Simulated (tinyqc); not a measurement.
From results back to parameters: density of states of one tight-binding band on the simple cubic lattice. Three cases, with inputs chosen for the exercise.

Problem. For E(k) = -2 t (c1 + c2 + c3) - 4 t2 (c1 c2 + c2 c3 + c3 c1), ci = cos(2 pi ki), two differences between symmetry points are known: Gamma = (0, 0, 0), X = (1/2, 0, 0), M = (1/2, 1/2, 0), R = (1/2, 1/2, 1/2).

Case 1.

E(X) - E(Gamma) = 7.6400 eV
E(M) - E(X) = 7.6400 eV

Case 2.

E(X) - E(Gamma) = 14.6800 eV
E(M) - E(X) = 8.6000 eV

Case 3.

E(X) - E(Gamma) = 6.2000 eV
E(M) - E(X) = 6.2000 eV

Find: t; t2; E(R) - E(M).

Solution. E(Gamma) = -6t - 12 t2, E(X) = -2t + 4 t2, E(M) = 2t + 4 t2, E(R) = 6t - 12 t2.

Case 1.

t = 1.910 eV
t2 = 0.000 eV
E(R) - E(M) = 7.640 eV

Case 2.

t = 2.150 eV
t2 = 0.380 eV
E(R) - E(M) = 2.520 eV

Case 3.

t = 1.550 eV
t2 = 0.000 eV
E(R) - E(M) = 6.200 eV

Computed by tinyqc, one run a case: `OMP_NUM_THREADS=1 python tinyqc.py N N+1 out.jsonl` with N = 1652755, 1652799, 1680099; one thread of a shared Intel(R) Xeon(R) Processor @ 2.30GHz, about 0.3 s a run at most.
